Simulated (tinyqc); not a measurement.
# MOS inversion layer, Poisson-Schroedinger loop: effect of the temperature

Electrons confined at an insulator interface at z = 0, treated as a hard wall; parabolic valleys, Hartree approximation, no image or exchange terms. The depletion charge lies far deeper than the electrons and gives a uniform field q Nd/(eps0 eps_r); the gate balances all charge. Energies are counted from the band edge at the interface.

Schroedinger equation -(C/mz) psi'' + (V0 + U) psi = E psi, C = hbar^2/(2 m0), psi(0) = 0, on a uniform mesh of 800 nodes with a far wall at 49 nm, 8 levels a set; V0 = q Nd z/(eps0 eps_r); dU/dz = q (Ns - integral of n from 0 to z)/(eps0 eps_r), U(0) = 0; N_k = g md m0 q Vt/(pi hbar^2) ln(1 + exp((EF - E_k)/Vt)), g the number of valleys of the set, sum N_k = Ns. Triangular well: E_k = a_k (C F^2/mz)^(1/3), a_1 = 2.338107, a_2 = 4.087949, C = hbar^2/(2 m0), F in eV/nm. Fang-Howard (all electrons in the lowest level of set A): b^3 = 6 (mz1/C) q (Nd + 11 Ns/32)/(eps0 eps_r), centroid 3/b, level C b^2/(4 mz1) + (3/b) q (Nd + 11 Ns/16)/(eps0 eps_r). The centroid adds 3.9 z_av/eps_r to an oxide-equivalent thickness. Shares under 0.0001 % are printed as 0.

Inputs (values chosen for the exercise); masses and permittivity close to those of silicon (111):
- eps_r = 11.6 (relative permittivity)
- mz1 = 0.255 m0 (mass along z of valley set A (6 valley(s)))
- md1 = 0.357 m0 (in-plane density-of-states mass of set A)
- Ns = 4.1e12 cm^-2 (sheet density of electrons)
- Nd = 1.1e11 cm^-2 (sheet density of depletion charge)

Constants: q = 1.602176634e-19 C, kB = 1.380649e-23 J/K, hbar = 1.054571817e-34 J s, m0 = 9.1093837015e-31 kg, Vt = kB T/q, eps0 = 8.8541878128e-14 F/cm where lengths are in cm, hbar^2/(2 m0) = 0.0380998212 eV nm^2. Results are converted to the units shown.

The same in every row: Fang-Howard centroid (nm) = 3.05.

Effect of the temperature:
```
T (K),A1 (meV),A2 (meV),EF (meV),share of A1 (%),share of A2 (%),centroid z_av (nm),added oxide equivalent (nm)
20,173,209,177,100,0,2.90,0.974
50,173,209,176,100,0.0381,2.90,0.975
77,173,210,173,99.4,0.500,2.93,0.986
120,173,215,167,97.1,2.12,3.08,1.03
200,174,225,152,91.4,5.44,3.45,1.16
300,176,235,128,84.2,8.94,3.93,1.32
400,177,244,100,77.6,11.6,4.35,1.46
500,178,251,68.8,71.9,13.7,4.72,1.59
```

What does the comparison show?

As T goes from 20 to 500, A1 rises from 173 to 178 meV, the share of A1 falls from 100 to 71.9 % and the centroid rises from 2.90 to 4.72 nm. EF lies more than 2 meV above A1 for T = 20, 50. The Fang-Howard centroid is 5.3 % above the full one in the first row, where A1 holds 100 %, and 35 % below it in the last, where A1 holds 71.9 %. For T = 400, 500 the eighth level of a set still holds over 0.4 % of the electrons, so more levels and a farther wall would raise the centroid.

Numbers from tinyqc (`OMP_NUM_THREADS=1 python tinyqc.py 2160142 2160143 out.jsonl`; about 0.7 s on one thread of a shared Intel Xeon 2.30GHz).
